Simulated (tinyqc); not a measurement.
Dopants and charged point defects at anneal temperature: Fermi-level effect, clustering and pairing: one step, computed by the program tinyqc.

Boltzmann statistics and full ionisation of active dopants. Energies are counted from the valence band; the defect (a vacancy or self-interstitial) has five charge states, with all degeneracy factors one.

Problem. Dopant diffusivity. If every charge state of the defect carries the dopant equally well, D = D_i x enhancement x h x (active share A/N, a rough stand-in that overstates the dA/dN which immobile clusters call for), D_i being an input held fixed when T or H_f is moved; diffusion length 2 sqrt(D t).

Inputs (values chosen for the exercise, for a model semiconductor):
```
quantity                            value    unit
anneal temperature T                  730       K
total dopant density N              2e+20   cm^-3
intrinsic dopant diffusivity D_i  5.9e-15  cm^2/s
anneal time t                          40       s
```

Dopant: donor. Second part: pairing with a mobile impurity.

enhancement over intrinsic = 1560.703

field enhancement h = 1.999978

active density A = 2.00e+20 cm^-3

Give: effective diffusivity D; D/D_i; diffusion length.

Solution.

effective diffusivity D = 1.842e-11 cm^2/s

D/D_i = 3121

diffusion length = 542.8 nm

Caution: the carrier density exceeds the effective density of states, where Boltzmann statistics understate the shift of E_F and so the density of charged defects (gap narrowing, also left out, works the other way). Caution: so large an enhancement assumes that highly charged defects carry the dopant as well as neutral ones; measured enhancements are far smaller.
